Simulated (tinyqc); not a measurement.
# Bandgap voltage reference from two bipolar transistors, step by step

Program tinyqc, `OMP_NUM_THREADS=1 python tinyqc.py 2062103 2062104 out.jsonl`; Intel Xeon 2.30GHz, shared host, one thread, about 0.02 s. Printed values are rounded.

Two transistors of area 1 and N carry the same current I. Is(T) = Is (T/T0)^eta exp[(Vg0 q/kB)(1/T0 - 1/T)], VBE1 = Vt ln(I/Is(T)) + I rb, VBE2 = Vt ln(I/(N Is(T))) + I rb/N. The amplifier forces I R1(T) = VBE1 - VBE2 + Vos, with R(T) = R (1 + tc (T - T0)) for both resistors, and the output is Vref = VBE1 + I R2(T). Base currents and the Early effect are neglected.

Inputs (values chosen for the exercise); values of the order met in silicon bipolar transistors: reference temperature T0 = 300 K; band-gap voltage extrapolated to 0 K Vg0 = 1.167 V; temperature exponent of the saturation current eta = 3.3; saturation current of the unit transistor at T0 Is = 5.5e-18 A; area ratio of the second transistor N = 15; resistor across which the difference of VBE falls, at T0 R1 = 14 kohm; temperature coefficient of both resistors tc = 0 ppm/K; offset of the amplifier Vos = 2.6 mV; series resistance of the unit transistor rb = 0 ohm; output resistor at T0 R2 = 109.1 kohm; temperature T = 253 K.

Constants: q = 1.602176634e-19 C, kB = 1.380649e-23 J/K. Results are converted to the units shown.

## Operating point at the reference temperature

Vt = kB T/q; I = (Vt ln N + Vos)/(R1(T) - rb (1 - 1/N)). Evaluate at T = T0.

Vt = 0.0258520 V
I = 5.18632 uA
Is(T) = 5.5e-18 A
VBE1 = 0.712799 V
I R2 = 0.565828 V
Vref = 1.27863 V

## Operating point at another temperature

Vt = kB T/q; I = (Vt ln N + Vos)/(R1(T) - rb (1 - 1/N)).

Vt = 0.0218019 V
I = 4.40289 uA
Is(T) = 7.14782e-22 A
VBE1 = 0.792646 V
I R2 = 0.480356 V
Vref = 1.27300 V

From T0 to T, VBE1 changes by 79.8 mV and I R2 by -85.5 mV, which leaves -5.63 mV in Vref.

## Resistor for zero slope at T0, ideal case

With tc = 0, Vos = 0 and rb = 0 the current is proportional to T, dVBE/dT = (VBE - Vg0 - (eta - 1) Vt)/T, and Vref has zero slope at T0 when Vref = Vg0 + (eta - 1) Vt0. Find VBE1, its slope, that Vref, R2/R1 and the curvature d2Vref/dT2 = -(eta - 1) kB/(q T0).

VBE1 = 0.711856 V
dVBE/dT = -1.71534 mV/K
Vref = 1.22646 V
R2/R1 = 7.35058
curvature = -0.660662 uV/K^2
